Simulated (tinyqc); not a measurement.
Short-channel transistor, virtual-source model with series resistance: one step of the calculation.

The current per gate width is the charge at the top of the source barrier (the virtual source) times its velocity times a saturation function; al and be are fitting constants of the model. Units: I in uA/um, Rs in ohm um, so I Rs = 1e-6 I Rs in volts; Q in uC/cm^2, so I = 1e-4 Q vx0 Fsat with vx0 in cm/s.

Task. Current through the series resistance. Intrinsic voltages Vg' = Vgs - I Rs, Vd' = Vds - 2 I Rs. n = n0 + nd Vd', VT = VT0 - dl Vd', Ff = 1/(1 + exp((Vg' - VT + al Vt/2)/(al Vt))), Q = Cinv n Vt ln(1 + exp((Vg' - VT + al Vt Ff)/(n Vt))), Vdsat = (vx0 L/mu)(1 - Ff) + Vt Ff, Fsat = u/(1 + u^be)^(1/be) with u = Vd'/Vdsat, and I(out) = Q vx0 Fsat per width. (Fsat takes the sign of u.) Newton step: I(new) = I + (I(out) - I)/(1 - s), s = dI(out)/dI by a central difference with +/- 0.001 uA/um.

Values chosen for this exercise: temperature T = 273 K; inversion capacitance Cinv = 1.36 uF/cm^2; velocity at the virtual source vx0 = 9.44e6 cm/s; apparent mobility mu = 1200 cm^2/(V s); channel length L = 16 nm; threshold at zero drain voltage VT0 = 0.323 V; drain-induced barrier lowering dl = 0.081 V/V; subthreshold factor n0 = 1.18; growth of n with drain voltage nd = 0.2 1/V; threshold shift (in units of Vt) from weak to strong inversion al = 3.5; sharpness of saturation be = 1.4; series resistance of each contact Rs = 50 ohm um; gate voltage Vgs = 1 V; drain voltage Vds = 0.05 V.

Constants: q = 1.602176634e-19 C, kB = 1.380649e-23 J/K, Vt = kB T/q. Results are converted to the units shown.

I at the start = 0 uA/um

Give: Vg'; Vd'; VT; Ff; Q; Vdsat; Fsat; I(out); s; I after iteration 1.

Result.

Vg' = 1.000 V
Vd' = 0.05000 V
VT = 0.3190 V
Ff = 1.551e-4
Q = 0.9262 uC/cm^2
Vdsat = 0.01259 V
Fsat = 0.9078
I(out) = 793.8 uA/um
s = -0.2688
I after iteration 1 = 625.6 uA/um

Numbers from tinyqc (`OMP_NUM_THREADS=1 python tinyqc.py 2380160 2380161 out.jsonl`; about 0.02 s on one thread of a shared Intel Xeon 2.30GHz).
